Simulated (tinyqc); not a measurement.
# MESFET, gradual channel with velocity saturation, step by step

Program tinyqc, `OMP_NUM_THREADS=1 python tinyqc.py 2500102 2500103 out.jsonl`; Intel Xeon 2.30GHz, shared host, one thread, about 0.07 s. Printed values are rounded.

A uniformly doped n-type channel, depleted from the top by a Schottky gate; at channel potential V the depleted share of a is u = sqrt((Vbi - Vg + V)/Vp), s at the source. Electrons drift with v = mu E/(1 + mu E/vsat). Abrupt depletion edge, no series resistance, source at 0.

Parameters, values chosen for the exercise; material values close to those of indium phosphide: temperature T = 350 K; relative permittivity of the semiconductor eps_r = 12.6; conduction-band density of states at T Nc = 7.13e17 cm^-3; donor density of the channel Nd = 3.4e16 cm^-3; channel thickness a = 220 nm; low-field mobility at this doping mu = 2700 cm^2/(V s); saturation velocity vsat = 1.3e7 cm/s; gate length L = 2 um; gate width W = 300 um; Schottky barrier phiB = 0.83 V; gate voltage Vg = -0.1 V; drain voltage Vd = 0.26 V.

Constants: q = 1.602176634e-19 C, kB = 1.380649e-23 J/K, Vt = kB T/q, eps0 = 8.8541878128e-14 F/cm where lengths are in cm. Results are converted to the units shown.

Range of the model: The open channel at the source is under two Debye lengths thick, so the abrupt depletion edge is a rough picture.

## Built-in and pinch-off voltages

Vbi = phiB - Vt ln(Nc/Nd); Vp = q Nd a^2/(2 eps0 eps_r); G0 = q mu Nd a W/L; Z = mu Vp/(vsat L); s = sqrt((Vbi - Vg)/Vp). VT = Vbi - Vp.

Vbi = 0.738217 V
Vp = 1.18164 V
VT = -0.443423 V
G0 = 48.5363 mS
Z = 1.22709
s = 0.842240

Z = 1.23: velocity saturation matters.

## Current below saturation

u = sqrt((Vbi - Vg + Vd)/Vp). I = (G0 Vp/3) F/(1 + Z (u^2 - s^2)), F = 3 (u^2 - s^2) - 2 (u^3 - s^3), with u at V = Vd; Z = 0 gives constant mobility, for which u stops at 1.

u = 0.964054
F = 0.0630289
I for Z = 0 = 1.20495 mA
I = 0.948783 mA

The falling mobility lowers the current by 21.3 %.

## Iteration 1: the saturation point by Newton steps

u at the start = 0.842

a is the channel (half-)thickness, Vp its pinch-off voltage and Z = mu Vp/(vsat L); an iterate with u > 1 is an overshoot, not a physical state. f = (1 - u)(1 + Z (u^2 - s^2)) - Z F/3, F = 3 (u^2 - s^2) - 2 (u^3 - s^3); f' = -(1 + Z (u^2 - s^2)); u(new) = u - f/f'.

f = 0.158000
f' = -0.999505
u after iteration 1 = 1.00008

## Iteration 2: the saturation point by Newton steps

As before.

f = -0.0274343
f' = -1.35682
u after iteration 2 = 0.979859

## Course of the iteration: the saturation point by Newton steps

Stop when u changes by less than 1e-10, or after 60 iterations.

Course of the iteration:
```
iteration         u  |change|
1           1.00008     0.158
2          0.979859    0.0202
3          0.979478   3.81e-4
4          0.979478   1.34e-7
5          0.979478  1.63e-14
```

Converged in 5 iterations. At the end the number of correct digits about doubles with each step.

## Saturation voltage, current and transconductance

um = 0.979478

Vdsat = Vp (um^2 - s^2); Isat = (G0 Vp/Z)(1 - um), which is q Nd vsat a W (1 - um); gm = G0 (um - s)/(1 + Z (um^2 - s^2)). For Z = 0: Vdsat = Vp (1 - s^2), Isat = (G0 Vp/3)(1 - 3 s^2 + 2 s^3), gm = G0 (1 - s).

Vdsat = 0.295420 V
Isat = 0.959194 mA
gm = 5.09727 mS
Vdsat for Z = 0 = 0.343423 V
Isat for Z = 0 = 1.27728 mA
gm for Z = 0 = 7.65711 mS

The current saturates with 2.05 % of the channel still open at the drain, at 0.751 of the constant-mobility current.
